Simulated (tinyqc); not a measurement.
# p-n heterojunction, non-linear Poisson equation by Newton steps, Boltzmann statistics, step by step

Computed by the program tinyqc: `OMP_NUM_THREADS=1 python tinyqc.py 2040018 2040019 out.jsonl`, one thread of a shared Intel Xeon 2.30GHz, about 0.02 s for the whole run. Printed values are rounded.

One dimension, material 1 (p-type) at x < 0 and material 2 (n-type) at x > 0. Band edges: Ec = -psi in material 1 and -psi + dEc in material 2, Ev = Ec - Eg. Flat quasi-Fermi levels: 0 for holes, +V for electrons. n = Nc F((EFn - Ec)/Vt), p = Nv F((Ev - EFp)/Vt), with F(eta) = exp(eta) (Boltzmann statistics); full ionisation, no interface charge, classical densities; the doping types are chosen for the exercise.

Values chosen for this exercise; band and dielectric values those of a made-up pair: temperature T = 300 K; band gap of material 1 Eg1 = 1.64 eV; relative permittivity of material 1 er1 = 12.6; conduction-band density of states of material 1 Nc1 = 3.92e17 cm^-3; valence-band density of states of material 1 Nv1 = 9.01e18 cm^-3; band gap of material 2 Eg2 = 1.75 eV; relative permittivity of material 2 er2 = 12; conduction-band density of states of material 2 Nc2 = 8.63e17 cm^-3; valence-band density of states of material 2 Nv2 = 1.51e19 cm^-3; conduction-band offset Ec2 - Ec1 dEc = 0.18 eV; acceptor density of material 1 N1 = 9.3e15 cm^-3; donor density of material 2 N2 = 1.4e16 cm^-3; bias of side 1 against side 2 V = 0 V.

Constants: q = 1.602176634e-19 C, kB = 1.380649e-23 J/K, Vt = kB T/q, eps0 = 8.8541878128e-14 F/cm where lengths are in cm. Results are converted to the units shown.

## Offsets and end potentials

dEv = Ev1 - Ev2 = Eg2 - Eg1 - dEc. Neutrality of the majority carriers far from the junction: Nv1 F((-psi_L - Eg1)/Vt) = N1 and Nc2 F((V + psi_R - dEc)/Vt) = N2. Total bending psi_R - psi_L.

dEv = -0.07 eV
psi_L = -1.462240 V
psi_R = 0.07345467 V
psi_R - psi_L = 1.535694 V

The alignment is staggered (type II): dEc and dEv have opposite signs.

## Permittivity of the intervals

x, node 0 to 11 (nm): -859  -657  -487  -344  -223  -121  -36  36  129  251  408  613

er1 or er2; the interface lies midway in its interval, which gets the series value 2 er1 er2/(er1 + er2).

eps_r, interval 0 to 10: 12.6  12.6  12.6  12.6  12.6  12.6  12.29268  12  12  12  12

## Couplings between neighbouring nodes

a_i = eps0 eps_r/h_i for the interval from node i to i + 1, with h_i = x_(i+1) - x_i in cm.

coupling a_i, interval 0 to 10 (F/cm^2): 5.522909e-8  6.562516e-8  7.801592e-8  9.220063e-8  1.093753e-7  1.312503e-7  1.511691e-7  1.142476e-7  8.709037e-8  6.767532e-8  5.182939e-8

## Starting potential

material, node 0 to 11: 1  1  1  1  1  1  1  2  2  2  2  2

A straight line in x from psi_L to psi_R.

psi at the start, node 0 to 11 (V): -1.462240  -1.251499  -1.074143  -0.924955  -0.798720  -0.692306  -0.603628  -0.528512  -0.431488  -0.304209  -0.140416  0.073455

## Iteration 1: densities, residual and Jacobian diagonal

n_i = Nc F(a_n), a_n = (V - Ec_i)/Vt; p_i = Nv F(a_p), a_p = (Ec_i - Eg)/Vt; rho_i = p_i - n_i + C_i with C = -N1 or +N2; g_i = (n_i + p_i)/Vt. Box widths w_i = (h_(i-1) + h_i)/2 in cm. Residual F_i = a_i (psi_(i+1) - psi_i) - a_(i-1) (psi_i - psi_(i-1)) + q rho_i w_i; Jacobian: a_(i-1) and a_i beside the diagonal, b_i = -a_(i-1) - a_i - q g_i w_i on it. The two end nodes are fixed.

```
node    n (cm^-3)    p (cm^-3)
0     1.068416e-7       9.3e15
1     3.707045e-4  2.680375e12
2       0.3535718   2.810256e9
3        113.4281   8.759973e6
4        14975.72     66349.19
5      9.184546e5     1081.847
6      2.836499e7     35.03006
7      1.080252e6     48.16778
8      4.607436e7     1.129334
9      6.333630e9  0.008215406
10    3.574886e12  1.455524e-5
11         1.4e16  3.716667e-9
```

```
node  residual F (C/cm^2)  diagonal b (F/cm^2)
1            -2.770646e-8         -1.211632e-7
2            -2.331887e-8         -1.436413e-7
3            -1.966832e-8         -1.702166e-7
4            -1.661377e-8         -2.015759e-7
5            -1.393173e-8         -2.406256e-7
6            -1.198057e-8         -2.824194e-7
7             1.823478e-8         -2.654166e-7
8             2.411276e-8         -2.013380e-7
9             3.129050e-8         -1.547662e-7
10            4.058879e-8         -1.199057e-7
```

## Iteration 1: Newton step

Solve the tridiagonal system a_(i-1) d_(i-1) + b_i d_i + a_i d_(i+1) = -F_i for nodes 1 to 10, with d = 0 on fixed nodes. If the largest |d| exceeds 4 Vt, the whole step is scaled down so that it equals 4 Vt.

Newton step d, before damping, node 1 to 10 (V): -0.853430  -1.153488  -1.106995  -0.854334  -0.489450  -0.079233  0.356184  0.772707  1.042244  0.926753
psi after iteration 1, node 0 to 11 (V): -1.462240  -1.328007  -1.177551  -1.024195  -0.875309  -0.736184  -0.610731  -0.496581  -0.362217  -0.210774  -0.057334  0.073455

## Iteration 2: densities, residual and Jacobian diagonal

As before.

```
node    n (cm^-3)    p (cm^-3)
0     1.068416e-7       9.3e15
1     1.921959e-5  5.169866e13
2     0.006475894  1.534348e11
3        2.440969   4.070626e8
4        774.0028   1.283751e6
5      1.682425e5     5905.922
6      2.155040e7     46.10714
7      3.714884e6     14.00672
8      6.716965e8   0.07746555
9     2.351227e11  2.213029e-4
10    8.891442e13  5.852070e-7
11         1.4e16  3.716667e-9
```

```
node  residual F (C/cm^2)  diagonal b (F/cm^2)
1            -2.510019e-8         -1.268137e-7
2            -2.122803e-8         -1.436560e-7
3            -1.790509e-8         -1.702166e-7
4            -1.512438e-8         -2.015759e-7
5            -1.268277e-8         -2.406256e-7
6            -1.090653e-8         -2.824194e-7
7             1.660007e-8         -2.654166e-7
8             2.195109e-8         -2.013380e-7
9             2.848490e-8         -1.547860e-7
10            3.673592e-8         -1.294787e-7
```

## Iteration 2: Newton step

As before.

Newton step d, before damping, node 1 to 10 (V): -0.729226  -1.026674  -1.004977  -0.792422  -0.474963  -0.113784  0.271952  0.637049  0.863943  0.735283
psi after iteration 2, node 0 to 11 (V): -1.462240  -1.401456  -1.280959  -1.125418  -0.955123  -0.784023  -0.622192  -0.469190  -0.298052  -0.123757  0.016725  0.073455

## Course of the Newton iteration

Stop when the largest undamped |d| is below 1e-9 V, or after 15 iterations.

Course of the iteration:
```
iteration  largest |F| (C/cm^2)  largest |d| (V)  at node
1                       4.06e-8             1.15        2
2                       3.67e-8             1.03        2
3                       2.95e-8            0.773        3
4                       2.21e-8            0.466        3
5                       1.54e-8            0.229        4
6                       7.29e-9           0.0775        4
7                       4.23e-9          7.26e-3        3
8                      4.62e-10          9.95e-4        3
9                      7.08e-12          1.57e-5        3
10                     1.73e-15          3.84e-9        3
11                      < 1e-20          < 1e-12        3
```

Converged in 11 iterations. Once the step is below 0.1 Vt, 3 more iteration(s) reach the threshold: near the solution the error is roughly squared each time.

## Band edges, densities and displacement

converged psi, node 0 to 11 (V): -1.462240  -1.462158  -1.460758  -1.442928  -1.315587  -1.056868  -0.735122  -0.378396  -0.068361  0.062630  0.073018  0.073455

Ec, Ev, n and p as defined; D = a_k (psi_(k+1) - psi_k) on the interval that holds the interface.

```
node   Ec (eV)    Ev (eV)    n (cm^-3)    p (cm^-3)
0     1.462240  -0.177760  1.068416e-7       9.3e15
1     1.462158  -0.177842  1.071796e-7  9.270677e15
2     1.460758  -0.179242  1.131451e-7  8.781888e15
3     1.442928  -0.197072  2.255089e-7  4.406155e15
4     1.315587  -0.324413  3.107345e-5  3.197672e13
5     1.056868  -0.583132    0.6897421   1.440578e9
6     0.735122  -0.904878   1.752989e5     5668.189
7     0.558396  -1.191604   3.592279e8    0.1448477
8     0.248361  -1.501639  5.804106e13  8.964918e-7
9     0.117370  -1.632630  9.210373e15  5.649427e-9
10    0.106982  -1.643018  1.376539e16  3.780013e-9
11    0.106545  -1.643455       1.4e16  3.716667e-9
```

D = 53.92593 nC/cm^2

## Check against the first integral

Exact first integral: on each side D^2/(2 eps0 er) = G, G = q [Vt (nI_j - nI_b) + Vt (pI_j - pI_b) - C (psi_j - psi_b)], with C = -N1 or +N2, b the neutral end of that side, and nI, pI the densities themselves. D is continuous, so er1 G1(psi_j) = er2 G2(psi_j) fixes psi_j. Ends from Nv1 F((-psi_L - Eg1)/Vt) = N1 and Nc2 F((V + psi_R - dEc)/Vt) = N2. D is counted positive when psi rises towards material 2.

psi_j = -0.5621666 V
D = 53.91157 nC/cm^2
psi_j - psi_L = 0.9000731 V
psi_R - psi_j = 0.6356212 V
Ec1 - EFn at the interface = 0.5621666 eV
Ec2 - EFn at the interface = 0.7421666 eV

Material 1 takes 58.6 % of the bending. The 12-node mesh gave D = 53.93 nC/cm^2, 0.027 % above the exact value in size.
